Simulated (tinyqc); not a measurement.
Inside a calculation. Model: all-pass ring resonator.

Computed by the program tinyqc: `OMP_NUM_THREADS=1 python tinyqc.py 2650121 2650122 out.jsonl`, one thread of a shared Intel Xeon 2.30GHz, about 0.01 s for the whole run. Printed values are rounded.

A ring of length L = 2 pi Rr coupled to one bus waveguide: round-trip amplitude a = 10^(-al L/20), self-coupling t = sqrt(1 - k2). At detuning d from the resonance the round-trip phase is p = 2 pi d/FSR and the transmission T = (a^2 - 2 a t cos p + t^2)/(1 - 2 a t cos p + a^2 t^2). Lossless coupler, linear absorption only.

Values chosen for this exercise; values close to those of silicon waveguides:
- lam = 1310 nm (cold resonance wavelength)
- Rr = 20 um (ring radius)
- ng = 4.22 (group index)
- al = 23 dB/cm (propagation loss)
- k2 = 0.018 (power coupling)
- dT = 0.00017 1/K (thermo-optic change of the effective index)
- Rt = 2.2 K/mW (thermal resistance)
- fa = 0.74 (share of the loss that heats the ring)
- Pin = 0.53 mW (input power)
- dl = 44 pm (laser detuning from the cold resonance)

Constants: c = 299792458 m/s. Results are converted to the units shown.

## Resonance parameters

FSR = lam^2/(ng L), finesse F = pi sqrt(a t)/(1 - a t), FWHM = FSR/F, Q = lam/FWHM, Tmin = (a - t)^2/(1 - a t)^2, power build-up k2 a^2/(1 - a t)^2, optical bandwidth c/(lam Q).

a = 0.967272
t = 0.990959
FSR = 3.23609 nm
F = 74.1632
FWHM = 43.6347 pm
Q = 30022.0
Tmin = -4.86508 dB
build-up = 9.79134
bandwidth = 7.62272 GHz

The ring is undercoupled; critical coupling needs k2 = 1 - a^2 = 0.0644.

## Iteration 1: thermal shift of the resonance

s at the start = 0 pm

T is the transmission at d = dl - s, p = 2 pi d/FSR; out = (lam dT/ng) Rt fa (1 - T) Pin; s(new) = out.

d = 44 pm
T = 0.866965
out = 6.05765 pm
s after iteration 1 = 6.05765 pm

## Iteration 2: thermal shift of the resonance

As before.

d = 37.9423 pm
T = 0.832517
out = 7.62619 pm
s after iteration 2 = 7.62619 pm

## Course of the iteration: thermal shift of the resonance

Stop when s changes by less than 1e-7 pm, or after 200 iterations.

Course of the iteration:

| iteration | s (pm) | \|change\| (pm) |
|---|---|---|
| 1 | 6.05765 | 6.06 |
| 2 | 7.62619 | 1.57 |
| 3 | 8.12004 | 0.494 |
| 4 | 8.28427 | 0.164 |
| 5 | 8.33985 | 0.0556 |
| 6 | 8.35878 | 0.0189 |
| 7 | 8.36523 | 6.45e-3 |
| 8 | 8.36743 | 2.20e-3 |
| 9 | 8.36819 | 7.52e-4 |
| 10 | 8.36844 | 2.57e-4 |
| 11 | 8.36853 | 8.77e-5 |
| 12 | 8.36856 | 2.99e-5 |
| 13 | 8.36857 | 1.02e-5 |
| 14 | 8.36857 | 3.49e-6 |
| 15 | 8.36857 | 1.19e-6 |
| 16 | 8.36858 | 4.07e-7 |
| 17 | 8.36858 | 1.39e-7 |
| 18 | 8.36858 | 4.75e-8 |

Converged in 18 iterations. At the end each change is about 0.34 times the one before: linear convergence. The equation has 1 root(s).
